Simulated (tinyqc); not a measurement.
Defect-molecule model of a vacancy with Jahn-Teller distortion: sweeps and comparisons. A value that a table varies takes the place of the one given here.

Four dangling hybrids a, b, c, d point into the vacancy: H_ii = E0, and -gm between any two. A tetragonal distortion Q pairs a with b and c with d: those two couplings become -gm - I Q and the other four -gm + I Q/2, at an elastic cost k Q^2/2. The a1 level holds two electrons; charge states 2+, + and 0 put n = 0, 1, 2 more into the lowest level of t2 origin. Energy from the 2+ state at Q = 0, with the Fermi level mu counted from Ev: W_n(Q) = n (et - 2 I Q) + k Q^2/2 + Uc n (n - 1)/2 - n mu. et = E0 + gm is the undistorted t2 level.

Constants: kB = 8.617333262e-05 eV/K.

Values chosen for the exercise (of the size used for the vacancy in silicon; shifted at random, so the results belong to these values and not to a real crystal): E0 = 0.05 eV (level of a dangling hybrid, from Ev); gm = 0.31 eV (coupling between two dangling hybrids); I = 0.99 eV/angstrom (Jahn-Teller coupling); k = 15.8 eV/angstrom^2 (force constant of the mode); Uc = 0.15 eV (repulsion of two electrons in one orbital); T = 200 K (temperature); mu1 = 0.07 eV (first Fermi level).

## Occupation against the Fermi level

Weights g_n exp(-W_n/kT) with W_n = n et - n^2 E_JT + Uc n (n - 1)/2 - n mu, E_JT = 2 I^2/k, degeneracies 1, 6 (spin and three axes) and 3; mu = mu1 + 0.03 j eV.

Shares:
```
mu (eV),2+,+,0,mean charge
0.07,0.9996,0.0004,0.0000,1.9996
0.10,0.9976,0.0022,0.0001,1.9975
0.13,0.9834,0.0126,0.0040,1.9793
0.16,0.8293,0.0607,0.1100,1.7192
0.19,0.1745,0.0729,0.7526,0.4219
0.22,0.0070,0.0166,0.9765,0.0305
0.25,0.0002,0.0030,0.9968,0.0034
0.28,0.0000,0.0005,0.9995,0.0005
0.31,0.0000,0.0001,0.9999,0.0001
```

U_eff = Uc - 2 E_JT = -0.098 eV and kT = 17.2 meV. The + state reaches at most 7.29 % on these rows, at mu = 0.19 eV. It is the only paramagnetic state, so such a defect shows little spin resonance in the dark. The mean charge goes from 2.00 to 0.00.

## When U turns negative

The force constant is varied. E_JT = 2 I^2/k, E(2+/+) = et - E_JT, E(+/0) = et - 3 E_JT + Uc, U_eff = Uc - 2 E_JT.

Against k:
```
k (eV/angstrom^2),E_JT (eV),(2+/+) (eV),(+/0) (eV),U_eff (eV),Q of the neutral state (angstrom)
8,0.2450,0.1150,-0.2251,-0.3401,0.4950
12,0.1633,0.1966,0.0199,-0.1767,0.3300
16,0.1225,0.2375,0.1425,-0.0950,0.2475
24,0.0817,0.2783,0.2650,-0.0134,0.1650
32,0.0613,0.2987,0.3262,0.0275,0.1237
48,0.0408,0.3192,0.3875,0.0683,0.0825
64,0.0306,0.3294,0.4181,0.0887,0.0619
96,0.0204,0.3396,0.4487,0.1092,0.0413
```

k at which U_eff = 0 = 26.14 eV/angstrom^2

Levels below 0 lie in the valence band. U_eff is negative for k below 4 I^2/Uc = 26.1: 4 of the 8 rows. The gain grows as n^2, so the second electron wins 3 E_JT where the first wins E_JT. For a stiff lattice the levels tend to et = 0.360 and et + Uc = 0.510 eV.

## What each parameter does

E_JT = 2 I^2/k, E(2+/+) = et - E_JT, E(+/0) = et - 3 E_JT + Uc, U_eff = E(+/0) - E(2+/+); a1 level E0 - 3 gm. Each row changes one parameter from the base and keeps the others.

Results:
```
case,(2+/+) (eV),(+/0) (eV),U_eff (eV),a1 (eV)
base,0.2359,0.1378,-0.0981,-0.8800
E0 = 0.1 eV,0.2859,0.1878,-0.0981,-0.8300
gm = 0.35 eV,0.2759,0.1778,-0.0981,-1.0000
I = 1.089 eV/angstrom,0.2099,0.0597,-0.1502,-0.8800
k = 17.38 eV/angstrom^2,0.2472,0.1716,-0.0756,-0.8800
Uc = 0.21 eV,0.2359,0.1978,-0.0381,-0.8800
```

The largest shifts from the base row, up to three for each result and ties (the steps differ in size, so this ranks the rows, not the parameters). (2+/+) (eV): E0 +0.0500, gm +0.0400, I -0.0261; unchanged at the printed digits by Uc. (+/0) (eV): I -0.0782, Uc +0.0600, E0 +0.0500. U_eff (eV): Uc +0.0600, I -0.0521, k +0.0226; unchanged at the printed digits by E0 and gm. a1 (eV): gm -0.1200, E0 +0.0500; unchanged at the printed digits by I, k and Uc. E0 and gm move both levels alike, so U_eff depends on I, k and Uc alone.

Run: tinyqc, `OMP_NUM_THREADS=1 python tinyqc.py 1480977 1480978 out.jsonl`; Intel(R) Xeon(R) Processor @ 2.30GHz, one thread, shared host; about 0.01 s of CPU time with all checks.
